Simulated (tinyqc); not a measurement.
Raman shift of the zone-centre optical phonon of a diamond-structure crystal under stress: one step, computed by the program tinyqc. Command: `OMP_NUM_THREADS=1 python tinyqc.py 3015110 3015111 out.jsonl ramanstress walk`. One thread of a shared host (Intel(R) Xeon(R) Processor @ 2.30GHz), about 0.01 s of CPU time with the checks.

Axes x, y, z are the cube axes. Strain shifts the threefold optical mode and can split it; p, q and r are the phonon deformation potentials.

Question. The line seen from a (001) surface. Backscattering from a (001) surface: incident polarisation (cos phi, sin phi, 0). With Raman tensors (R_z)_xy = (R_z)_yx = 1 and cyclic, only the z component u_z of a mode counts: I = u_z^2 sin^2(2 phi) for parallel and u_z^2 cos^2(2 phi) for crossed polarisers. An unresolved line sits at the intensity-weighted shift, which is M_zz/(2 omega_0).

Inputs (values chosen for the exercise, modelled on germanium): stress sigma (tension positive) = -0.63 GPa; polarisation angle phi = 45 degree.

Stress state: uniaxial. Axis: [110].

M/(2 omega_0) (1/cm):
```
           x          y          z
x  0.6711079  0.8044912  0.0000000
y  0.8044912  0.6711079  0.0000000
z  0.0000000  0.0000000  0.8849468
```

Give: total intensity, parallel; total intensity, crossed; shift of the observed line; shift per stress; stress per shift.

Answer.

total intensity, parallel = 1

total intensity, crossed = 0

shift of the observed line = 0.8849 1/cm

shift per stress = -1.405 1/(cm GPa)

stress per shift = -711.9 MPa cm

The z-polarised mode is an eigenmode here, so one line is seen.
